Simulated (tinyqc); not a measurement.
Ionisation potential and affinity of a slab from the planar-averaged potential, step by step. Values are carried at full precision from step to step, so a last printed digit may differ when a step is redone from the rounded ones.

A model of the planar-averaged electrostatic energy of an electron in a periodic cell of N1 periods of A (L1 = N1 n1 h) and N2 periods of vacuum (L2 = N2 n2 h), on z_j = j h: V(z) = f VA + (1 - f) VB + F t(z), VA = V1[0] + V1[1] cos(2 pi z/(n1 h)) + V1[2] cos(4 pi z/(n1 h)), VB the same with V2, n2 and z - L1. f = [tanh(z/w) - tanh((z - L1)/w) + tanh((z - L1 - L2)/w)]/2 + 1/2; t(z) = z - L1/2 in A and (L1/L2)(L1 + L2/2 - z) beyond, so that the cell is periodic.

Constants: e^2/(4 pi eps0) = 14.39964547 eV angstrom.

Inputs chosen for the exercise (gap near that of Si; not measured data): h = 0.35 angstrom (grid step); n1 = 6 (grid points per period of A); n2 = 6 (grid points per period of the vacuum filter); N1 = 4 (periods of A); N2 = 4 (periods of vacuum); V1 = (-6.18, 1.17, -0.33) eV (mean and two harmonics of the potential in A); V2 = (0, 0, 0) eV (the same in vacuum); w = 0.49 angstrom (width of the interfaces); F = 0 eV/angstrom (slope in A from opposite charges on the two interfaces); Ev1 = 1.72 eV (valence top of bulk A above its mean potential); Eg1 = (0.59, 1.13) eV (gap of A: semi-local value, corrected value); fv1 = 0.44 (share of the correction that lowers the valence top of A); eps = 2.7 (dielectric constant at the interface).

## The planar average

Evaluate V on the grid, j = 0, 1, ...

V(z_j) (eV): [-2.670, -4.380, -6.242, -7.576, -6.578, -5.426, -5.339, -5.430, -6.600, -7.680, -6.600, -5.430, -5.340, -5.430, -6.600, -7.680, -6.600, -5.430, -5.339, -5.426, -6.578, -7.576, -6.242, -4.380, -2.670, -1.050, -0.358, -0.104, -0.022, -0.004, -0.001, 0.000, 0.000, 0.000, 0.000, 0.000, 0.000, 0.000, 0.000, 0.000, 0.000, 0.000, -0.001, -0.004, -0.022, -0.104, -0.358, -1.050]

## Running means

Running mean over n points, periodic: for odd n the plain mean of the n points centred on j; for even n the n + 1 points with half weight at both ends. The macroscopic average applies the mean over n1 points and then over n2 points.

Apply the first mean, then the second.

after the mean over n1 points (eV): [-3.090, -4.231, -5.114, -5.701, -6.011, -6.128, -6.167, -6.177, -6.179, -6.180, -6.180, -6.180, -6.180, -6.180, -6.180, -6.180, -6.179, -6.177, -6.167, -6.128, -6.011, -5.701, -5.114, -4.231, -3.090, -1.949, -1.066, -0.479, -0.169, -0.052, -0.013, -0.003, -0.001, 0.000, 0.000, 0.000, 0.000, 0.000, 0.000, 0.000, -0.001, -0.003, -0.013, -0.052, -0.169, -0.479, -1.066, -1.949]

macroscopic average (eV): [-3.090, -3.937, -4.698, -5.302, -5.721, -5.972, -6.100, -6.154, -6.173, -6.178, -6.180, -6.180, -6.180, -6.180, -6.180, -6.178, -6.173, -6.154, -6.100, -5.972, -5.721, -5.302, -4.698, -3.937, -3.090, -2.243, -1.482, -0.878, -0.459, -0.208, -0.080, -0.026, -0.007, -0.002, 0.000, 0.000, 0.000, 0.000, 0.000, -0.002, -0.007, -0.026, -0.080, -0.208, -0.459, -0.878, -1.482, -2.243]

Around the middle of vacuum the first mean varies by 0 meV over five points and the second by 0 meV.

## The potential line-up

Read the macroscopic average in the middle of each region, j = 12 and j = 36, and its slope in A by a central difference over two points each way.

plateau in A = -6.180 eV
plateau in vacuum = 0.000 eV
dV = vacuum - A = 6.180 eV
slope in A = 0.000 eV/angstrom

The plateaus are flat, so the line-up is well defined.

## Ionisation potential and affinity

IP = dV - Ev1, EA = IP - gap. The correction opens the gap by c = Eg1[1] - Eg1[0], lowers the valence top by fv1 c and raises the conduction edge by (1 - fv1) c; dV is kept.

IP, EA with the semi-local gap (eV): [4.460, 3.870]

c = 0.54 eV

IP, EA corrected (eV): [4.698, 3.568]

The correction raises IP by 0.24 eV and lowers EA by 0.30 eV.

## The dipole behind the step

A step dV of the mean electron energy from A to vacuum across an interface equals 4 pi (e^2/4 pi eps0) times a dipole per area p (in e angstrom per angstrom^2). For a change of 0.1 eV in dV, give the charge per area moved over 2 angstrom in a medium of dielectric constant eps: sigma = 0.1 eps/(4 pi (e^2/4 pi eps0) 2). 1 angstrom^-2 = 1e16 cm^-2.

|p| = 0.03415 e/angstrom
sigma = 7.46e+12 e/cm^2

With about 7e14 atoms per cm^2 in a plane (as on a silicon (100) face), 1.1 % of an electron per atom shifts the line-up by 0.1 eV.

## Checks

- Line-up in a cell of 14 + 14 periods without slope against V2[0] - V1[0] (eV): both 6.1800.

(tinyqc, `OMP_NUM_THREADS=1 python tinyqc.py 1850724 1850725 out.jsonl`, Intel(R) Xeon(R) Processor @ 2.30GHz, 1 thread, shared host, about 0.01 s.)
